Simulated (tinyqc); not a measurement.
## Off-state leakage of single and stacked transistors: subthreshold current against the height of the stack

n-channel devices of unit width. Subthreshold current I(Vg, Vs, Vd) = I0 (T/300 K)^0.5 exp[(Vg - Vs - VT(T) - gb (Vs - Vb) + dd (Vd - Vs))/(nf Vt)] (1 - exp(-(Vd - Vs)/Vt)), VT(T) = VT - cT (T - 300 K). Gate-edge tunnelling Ig (Vd/1 V) exp(ag (Vd - 1 V)), for a gate at 0 V, and band-to-band leakage Ab u exp(-Bb/u), u = Vd - Vb + 1 V, flow at a drain held at V; both are taken as independent of T. In a stack of off transistors (all gates at 0 V) the same subthreshold current passes through each.

All n gates at 0 V, bottom source at 0 V, top drain at V; node voltages follow from equal currents.

Values chosen for this exercise; values of the order met in bulk silicon logic transistors: temperature T = 300 K; supply voltage V = 0.9 V; threshold at 300 K, zero drain and body bias VT = 0.5 V; fall of the threshold with temperature cT = 0.9 mV/K; current at threshold at 300 K I0 = 0.17 uA/um; slope factor nf = 1.54; drain-induced lowering per volt dd = 0.13; rise of the threshold per volt of source-body bias gb = 0.15; body voltage Vb = -0.6 V.

Constants: q = 1.602176634e-19 C, kB = 1.380649e-23 J/K, Vt = kB T/q. Results are converted to the units shown.

Subthreshold current against the height of the stack:

| n | I (nA/um) | reduction factor | drain voltage of the bottom device (mV) | source voltage of the top device (mV) | voltage across the top device (V) |
|---|---|---|---|---|---|
| 1 | 0.001177 | 1.000 | 900.0 | 0 | 0.9000 |
| 2 | 7.879e-5 | 14.93 | 84.09 | 84.09 | 0.8159 |
| 3 | 3.986e-5 | 29.52 | 23.25 | 105.3 | 0.7947 |
| 4 | 2.676e-5 | 43.97 | 13.68 | 117.7 | 0.7823 |
| 5 | 2.017e-5 | 58.33 | 9.735 | 126.5 | 0.7735 |
| 6 | 1.620e-5 | 72.64 | 7.567 | 133.3 | 0.7667 |

The second transistor cuts the current by a factor of 14.9, the third by a further 1.98 and the sixth by 1.25. The top device keeps 85.2 % of the supply at n = 6, while the drain voltage of the bottom one falls to 0.293 Vt.

Numbers from tinyqc (`OMP_NUM_THREADS=1 python tinyqc.py 2242236 2242237 out.jsonl`; about 0.03 s on one thread of a shared Intel Xeon 2.30GHz).
